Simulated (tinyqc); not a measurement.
# Admittance spectroscopy of a deep trap, step by step

Program tinyqc, `OMP_NUM_THREADS=1 python tinyqc.py 2050094 2050095 out.jsonl`; Intel Xeon 2.30GHz, shared host, one thread, about 0.01 s. Printed values are rounded.

Schottky contact on an n-type layer with shallow donors Nd (all ionised) and a donor-like deep trap, neutral when filled and positive when empty; depletion approximation. Traps within lam of the depletion edge stay filled. The traps at xt = W - lam, where the level crosses the Fermi level, follow a slow signal and not a fast one. w = 2 pi f.

Inputs (values chosen for the exercise); material values those of a made-up semiconductor: relative permittivity eps_r = 12.7; conduction-band density of states at 300 K Nc = 2.2e19 cm^-3; thermal velocity at 300 K vth = 2.1e7 cm/s; shallow donor density Nd = 4.4e15 cm^-3; built-in voltage Vbi = 0.85 V; depth of the trap below the conduction edge Et = 0.44 eV; capture cross-section sn = 5.6e-16 cm^2; trap density Nt = 2.5e15 cm^-3; reverse bias Vr = 0 V; signal frequency f = 1.1e5 Hz; temperature T = 355 K.

Constants: q = 1.602176634e-19 C, kB = 1.380649e-23 J/K, eps0 = 8.8541878128e-14 F/cm where lengths are in cm. Results are converted to the units shown.

## Widths and limiting capacitances

lam = sqrt(2 eps0 eps_r (EF - ET)/(q Nd)), EF - ET = Et - (kB T/q) ln(Nc(T)/Nd), Nc(T) = Nc (T/300 K)^1.5. In the steady state at the band bending V, 2 eps0 eps_r V/q = Nd W^2 + Nt (W - lam)^2 (the second term only if W > lam). V = Vbi + Vr. C_HF = eps0 eps_r/W, C_LF = eps0 eps_r (Nd + Nt)/(Nd W + Nt xt).

lam = 234.0572 nm
W = 485.1300 nm
xt = 251.0728 nm
C_HF = 23.17898 nF/cm^2
C_LF = 28.08911 nF/cm^2

The step is 21.2 % of C_HF.

## Admittance at the signal frequency

Emission rate en = sn vth(T) Nc(T) exp(-Et/kB T) = sn g T^2 exp(-Et/kB T), g = vth Nc/(300 K)^2, as vth goes as T^0.5 and Nc as T^1.5 (degeneracy factor 1). Inflection frequency w0 = 2 en [1 + Nt xt/(Nd W)]; C = C_HF + (C_LF - C_HF)/(1 + (w/w0)^2), G/w = (C_LF - C_HF)(w/w0)/(1 + (w/w0)^2).

en = 2.053802e5 1/s
w0/(2 pi) = 84598.27 Hz
C = 25.00384 nF/cm^2
G/w = 2.372801 nF/cm^2

The signal lies near the inflection, where the loss is largest.
